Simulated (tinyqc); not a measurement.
Interface roughness in a thin film (subband fluctuation and scattering): sweeps and comparisons. A value that a table varies takes the place of the one given here.

Square well of width t, barriers V0, c = hbar^2/2m0: E1 solves k t + 2 atan[(k/mz)/(kappa/mb)] = pi, k = sqrt(mz E/c), kappa = sqrt(mb (V0 - E)/c). One interface is rough, so the subband edge fluctuates by G dt with G = |dE1/dt| (central difference of 0.01 angstrom; 2 E1/t for hard walls).

Gaussian roughness spectrum S(q) = pi D^2 Lc^2 exp(-q^2 Lc^2/4). Degenerate gas, taken to fill one subband (the second starts to fill once c kF^2/md exceeds E2 - E1, which is not tested here): kF = sqrt(2 pi Ns/gv), q = 2 kF sin(theta/2), 1/tau = (md/(2 pi c hbar)) G^2 times the integral from 0 to pi of S(q)(1 - cos theta)/eps(q)^2 dtheta, eps(q) = 1 + qs/q with screening (qs = gv md q0/(c eps), q0 = e^2/(4 pi eps0), form factors left out, which overstates the screening; other scattering is left out too, so these values lie far above measured mobilities in all but the thinnest films) or 1 without; mobility = tau c2/md with c2 = e/m0 = 1.75882e15 cm^2/(V s^2); 1e12/cm^2 = 1e-4/angstrom^2.

Constants: hbar^2/2m0 = 3.80998211 eV angstrom^2; hbar = 6.58211957e-16 eV s; e^2/(4 pi eps0) = 14.39964547 eV angstrom.

Parameters, chosen for this exercise (near those of a thin Si channel on (100), two-fold valleys; shifted at random, so the results belong to these values and not to a real crystal): mz = 0.915 m0 (confinement mass); V0 = 3.24 eV (barrier); mb = 0.47 m0 (barrier mass); md = 0.187 m0 (mass in the plane); gv = 2 (valleys); D = 1.5 angstrom (rms height of the roughness); Lc = 18 angstrom (correlation length); Ns = 2.7 x 1e12/cm^2 (sheet density); eps = 8.1 (mean dielectric constant at the channel); ts = (10, 13, 15, 18, 22, 29, 38) angstrom (thicknesses); t = 18 angstrom (film thickness); Ll = (5, 10, 16, 25, 40, 65, 100) angstrom (correlation lengths).

## The sixth-power law

Screened mobility against thickness for the finite barrier and for hard walls.

Results:
```
t (angstrom)  E1 (meV)  G (meV/angstrom)  mobility (cm^2/(V s))  the same, hard walls
10               301.4            51.138               1.07e+03                   413
13               191.3            25.982               4.13e+03              1.99e+03
15               148.2            17.752               8.85e+03              4.70e+03
18               106.5            10.825               2.38e+04              1.40e+04
22                73.6             6.217               7.22e+04              4.68e+04
29                43.8             2.858               3.41e+05              2.46e+05
38                26.2             1.320               1.60e+06              1.24e+06
```

With hard walls G goes as 1/t^3 and the mobility as t^6. With the finite barrier the local exponent is 5.16 at the thin end and 5.71 at the thick end, since the envelope leaks out and softens the dependence. The least value is 1.07e+03 cm^2/(V s). The gate field, which also presses carriers to the interface, is left out. Below about 20 angstrom the effective-mass picture is itself doubtful. Up to t = 22 angstrom G D exceeds half of EF - E1, where the Born rate fails.

## Correlation length

Fixed D; bare and screened mobility.

Results:
```
Lc (angstrom)  kF Lc  bare mobility (cm^2/(V s))  screened mobility (cm^2/(V s))
5               0.15                    1.24e+04                        2.51e+05
10              0.29                    3.25e+03                        6.61e+04
16              0.47                    1.40e+03                        2.87e+04
25              0.73                         719                        1.52e+04
40              1.16                         494                        1.13e+04
65              1.89                         644                        1.99e+04
100             2.91                    1.19e+03                        7.57e+04
```

The bare mobility is lowest at Lc = 40 angstrom of those listed (kF Lc = 1.16). The screened mobility is lowest at Lc = 40 angstrom of those listed (kF Lc = 1.16). Short roughness averages out (mobility as 1/Lc^2; the first two rows give exponent -1.93), and long roughness deflects only by small angles (bare mobility rising as Lc; the last two rows give 1.42).

## What each parameter does

G, G D, and the screened mobility. Each row changes one parameter from the base and keeps the others.

Results:
```
case                   G (meV/angstrom)  G D (meV)  mobility (cm^2/(V s))
base                             10.825      16.24              2.380e+04
t = 24 angstrom                   4.875       7.31              1.174e+05
D = 1.95 angstrom                10.825      21.11              1.408e+04
Lc = 26 angstrom                 10.825      16.24              1.450e+04
Ns = 4.32 x 1e12/cm^2            10.825      16.24              1.910e+04
mz = 1.052 m0                     9.734      14.60              2.944e+04
md = 0.215 m0                    10.825      16.24              2.241e+04
V0 = 2.27 eV                     10.287      15.43              2.635e+04
eps = 9.7                        10.825      16.24              1.813e+04
```

The largest shifts from the base row, up to three for each result and ties (the steps differ in size, so this ranks the rows, not the parameters). G (meV/angstrom): t -5.950, mz -1.091, V0 -0.537; unchanged at the printed digits by D, Lc, Ns, md and eps. G D (meV): t -8.92, D +4.87, mz -1.64; unchanged at the printed digits by Lc, Ns, md and eps. mobility (cm^2/(V s)): t +9.36e+04, D -9.72e+03, Lc -9.30e+03. In the base case G D is 0.94 times EF - E1 = 17.3 meV.

tinyqc: `OMP_NUM_THREADS=1 python tinyqc.py 1251023 1251024 out.jsonl`; about 0.01 s, one thread, shared Intel(R) Xeon(R) Processor @ 2.30GHz.
